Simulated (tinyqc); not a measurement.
Worked calculation: CCD on RHF in the 6-31g basis, for H2, spin multiplicity 1. One step of it, computed by the program tinyqc.

Question. CCD: starting amplitudes. t_ij^ab = <ij||ab> / (e_i + e_j - e_a - e_b), whose energy is MP2.

orbital energies (hartree): MO1 -0.585411, MO2 0.229050, MO3 0.791787, MO4 1.360383

Two-electron integrals over orbitals (pq|rs), unique and non-zero (hartree):
```
(11|11) 0.637460    (21|21) 0.083802    (22|11) 0.434924    (22|22) 0.387637
(31|11) 0.162705    (31|22) 0.052515    (31|31) 0.107520    (32|21) -0.016251
(32|32) 0.035181    (33|11) 0.528213    (33|22) 0.383725    (33|31) 0.119954
(33|33) 0.464766    (41|21) -0.080024   (41|32) -0.025548   (41|41) 0.133986
(42|11) -0.143112   (42|22) -0.057064   (42|31) -0.074848   (42|33) -0.101245
(42|42) 0.069847    (43|21) -0.088166   (43|32) -0.006245   (43|41) 0.124156
(43|43) 0.133710    (44|11) 0.649381    (44|22) 0.443636    (44|31) 0.197664
(44|33) 0.549731    (44|42) -0.167896   (44|44) 0.724919
```

Give: Starting amplitudes; correlation energy.

Answer.

Starting amplitudes (spin orbitals 1a, 1b, ...; amplitudes related by a flip of all spins are not repeated):

| from | to | t |
|---|---|---|
| 1a 1b | 2a 2b | -0.051 |
| 1a 1b | 3a 3b | -0.039 |
| 1a 1b | 4a 4b | -0.034 |
| 1a 1b | 2a 4b | 0.029 |

correlation energy = -0.01776 hartree
